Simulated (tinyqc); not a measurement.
Rapid thermal processing of a wafer: radiative balance, ramp and cooling, pattern effects, pyrometer error and spike budget: one step, computed by the program tinyqc. Command: `OMP_NUM_THREADS=1 python tinyqc.py 3110244 3110245 out.jsonl rtp walk`. One thread of a shared host (Intel(R) Xeon(R) Processor @ 2.30GHz), about 0.04 s of CPU time with the checks.

The wafer is opaque and uniform through its thickness unless said otherwise; temperatures in formulas are in kelvin (C + 273.15). sigma = 5.670374419e-12 W/(cm^2 K^4).

Problem. Pyrometer error. Signal proportional to eps/(exp(c2/(lambda T)) - 1), c2 = h c/k_B. If the assumed emissivity is too high by the given error, the reading T' solves (1 + error)/(exp(c2/(lambda T')) - 1) = 1/(exp(c2/(lambda T)) - 1). Wien estimate: T' - T = -lambda T^2 ln(1 + error)/c2. Process rates go as exp(-E_a/(k_B T)).

Inputs (values chosen for the exercise, modelled on a hot silicon wafer):

| quantity | value | unit |
|---|---|---|
| process temperature | 1050 | C |
| starting temperature | 400 | C |
| pyrometer wavelength | 4.5 | micrometre |
| error of the assumed emissivity | 3.7 | % |
| activation energy of the process E_a | 2.7 | eV |

Constants: h = 6.62607015e-34 J s; c = 299792458 m/s; k_B = 1.380649e-23 J/K; k_B = 8.617333262e-05 eV/K.

Give: c2; c2/(lambda T); reading less true temperature; Wien estimate; rate at T over rate at T', less 1.

Solution.

c2 = 14388 micrometre K

c2/(lambda T) = 2.4164

reading less true temperature = -17.902 K

Wien estimate = -19.894 K

rate at T over rate at T', less 1 = 38.374 %

Caution: below about 600 C lightly doped silicon is partly transparent at this wavelength, so its emissivity is not yet the hot value early in the ramp.
